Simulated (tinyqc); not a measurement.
p-n heterojunction, non-linear Poisson equation by Newton steps, Boltzmann statistics: starts and damping rules compared.

One dimension, material 1 (p-type) at x < 0 and material 2 (n-type) at x > 0. Band edges: Ec = -psi in material 1 and -psi + dEc in material 2, Ev = Ec - Eg. Flat quasi-Fermi levels: 0 for holes, +V for electrons. n = Nc F((EFn - Ec)/Vt), p = Nv F((Ev - EFp)/Vt), with F(eta) = exp(eta) (Boltzmann statistics); full ionisation, no interface charge, classical densities; the doping types are chosen for the exercise.

a_i = eps0 eps_r/h_i for the interval from node i to i + 1, with h_i = x_(i+1) - x_i in cm.

n_i = Nc F(a_n), a_n = (V - Ec_i)/Vt; p_i = Nv F(a_p), a_p = (Ec_i - Eg)/Vt; rho_i = p_i - n_i + C_i with C = -N1 or +N2; g_i = (n_i + p_i)/Vt. Box widths w_i = (h_(i-1) + h_i)/2 in cm. Residual F_i = a_i (psi_(i+1) - psi_i) - a_(i-1) (psi_i - psi_(i-1)) + q rho_i w_i; Jacobian: a_(i-1) and a_i beside the diagonal, b_i = -a_(i-1) - a_i - q g_i w_i on it. The two end nodes are fixed.

Iterations until the largest undamped |d| is below 1e-9 V (the last, tiny step is counted), with a cap of 100; "overflow" would mean that an exponential left the range of double precision. Starts:
- neutral: psi_L on the nodes of material 1 and psi_R on those of material 2.
- smooth: psi_L + (psi_R - psi_L)(1 + tanh(x/s))/2 on the inner nodes with s = 130 nm, psi_L and psi_R on the ends.
- linear: A straight line in x from psi_L to psi_R.

Rules for the step d, which solves the tridiagonal system a_(i-1) d_(i-1) + b_i d_i + a_i d_(i+1) = -F_i:
- full Newton steps: the full step is added.
- logarithmic damping: each component d is damped to sign(d) Vt ln(1 + |d|/Vt) before it is added.
- steps capped at 4 Vt: if the largest |d| exceeds 4 Vt, the whole step is scaled down so that it equals 4 Vt.
- halved steps: half of the step is added while the largest |d| exceeds 1.5 Vt, the full step after that.

Parameters, values chosen for the exercise; band and dielectric values those of a made-up pair:
- T = 250 K (temperature)
- Eg1 = 0.787 eV (band gap of material 1)
- er1 = 15.7 (relative permittivity of material 1)
- Nc1 = 1.6e17 cm^-3 (conduction-band density of states of material 1)
- Nv1 = 6.34e18 cm^-3 (valence-band density of states of material 1)
- Eg2 = 1.28 eV (band gap of material 2)
- er2 = 14.3 (relative permittivity of material 2)
- Nc2 = 4.47e17 cm^-3 (conduction-band density of states of material 2)
- Nv2 = 8.52e18 cm^-3 (valence-band density of states of material 2)
- dEc = 0.65 eV (conduction-band offset Ec2 - Ec1)
- N1 = 1.7e16 cm^-3 (acceptor density of material 1)
- N2 = 7.2e15 cm^-3 (donor density of material 2)
- V = 0 V (bias of side 1 against side 2)

Constants: q = 1.602176634e-19 C, kB = 1.380649e-23 J/K, Vt = kB T/q, eps0 = 8.8541878128e-14 F/cm where lengths are in cm. Results are converted to the units shown.

```
node  x (nm)  material
0       -515         1
1       -376         1
2       -261         1
3       -167         1
4      -89.4         1
5        -26         1
6         26         2
7        116         2
8        270         2
9        537         2
10       996         2
```

eps_r, interval 0 to 9: 15.7  15.7  15.7  15.7  15.7  14.9673  14.3  14.3  14.3  14.3
psi_L = -0.659433 V
psi_R = 0.561059 V

Iterations needed:
```
         full Newton steps  logarithmic damping  steps capped at 4 Vt  halved steps
neutral                  8                   19                    13            11
smooth                   8                   12                     8             8
linear                  35                   14                    11            16
```

What does the table show?

The fewest iterations, 8, are needed by full Newton steps from the neutral start and full Newton steps from the smooth start and steps capped at 4 Vt from the smooth start and halved steps from the smooth start. Every pairing converges. Lowest count for the worst start: steps capped at 4 Vt, at most 13 iterations.

Numbers from tinyqc (`OMP_NUM_THREADS=1 python tinyqc.py 2040002 2040003 out.jsonl`; about 0.04 s on one thread of a shared Intel Xeon 2.30GHz).
